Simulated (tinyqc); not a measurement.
## Electron continuity equation in a given potential, Scharfetter-Gummel discretisation: three discretisations compared

Steady state in one dimension: J = q mu n E + q D dn/dx with E = -dpsi/dx and D = mu Vt, dJ/dx = 0, fixed densities nL and nR at the ends. The potential is given, psi = 0 for x < L/2 and U (2 x/L - 1) beyond, and is not changed by the electrons.

10 equal intervals. Fluxes J_i = (q D/h)(n_(i+1) P_i - n_i Q_i), d_i = (psi_(i+1) - psi_i)/Vt: Scharfetter-Gummel P = B(d), Q = B(-d), B(d) = d/(exp(d) - 1); central P = 1 - d/2, Q = 1 + d/2; upwind P = 1 + max(-d, 0), Q = 1 + max(d, 0). Balance at each inner node: J_i - J_(i-1) = 0. The reference is Scharfetter-Gummel on 2000 intervals.

Inputs (values chosen for the exercise); mobility close to that of gallium phosphide at room temperature: temperature T = 273 K; electron mobility mu = 254 cm^2/(V s); length of the region L = 9.2 um; density at x = 0 nL = 6.1e15 cm^-3; density at x = L nR = 0 cm^-3; potential difference psi(L) - psi(0) U = -0.23 V.

Constants: q = 1.602176634e-19 C, kB = 1.380649e-23 J/K, Vt = kB T/q. Results are converted to the units shown.

Densities (cm^-3):

| node | Scharfetter-Gummel | central | upwind | reference |
|---|---|---|---|---|
| 0 | 6.100e15 | 6.100e15 | 6.100e15 | 6.100e15 |
| 1 | 6.099e15 | 6.100e15 | 6.049e15 | 6.099e15 |
| 2 | 6.099e15 | 6.100e15 | 5.998e15 | 6.099e15 |
| 3 | 6.098e15 | 6.100e15 | 5.947e15 | 6.098e15 |
| 4 | 6.097e15 | 6.100e15 | 5.896e15 | 6.097e15 |
| 5 | 6.097e15 | 6.100e15 | 5.845e15 | 6.097e15 |
| 6 | 8.625e14 | 6.888e13 | 1.961e15 | 8.625e14 |
| 7 | 1.218e14 | 7.777e11 | 6.462e14 | 1.218e14 |
| 8 | 1.693e13 | 8.780e9 | 2.014e14 | 1.693e13 |
| 9 | 2.099e12 | 9.802e7 | 5.092e13 | 2.099e12 |
| 10 | 0 | 0 | 0 | 0 |

What do the numbers show?

Largest errors as a share of the largest reference density listed: Scharfetter-Gummel under 1e-7 %, central 13 %, upwind 18 %. The largest |d| is 1.96. Upwinding stays positive but acts as if D were larger by the factor 1 + |d|/2, up to 1.98 here.

tinyqc, about 0.01 s, one thread, Intel Xeon 2.30GHz (shared host): `OMP_NUM_THREADS=1 python tinyqc.py 2220144 2220145 out.jsonl`
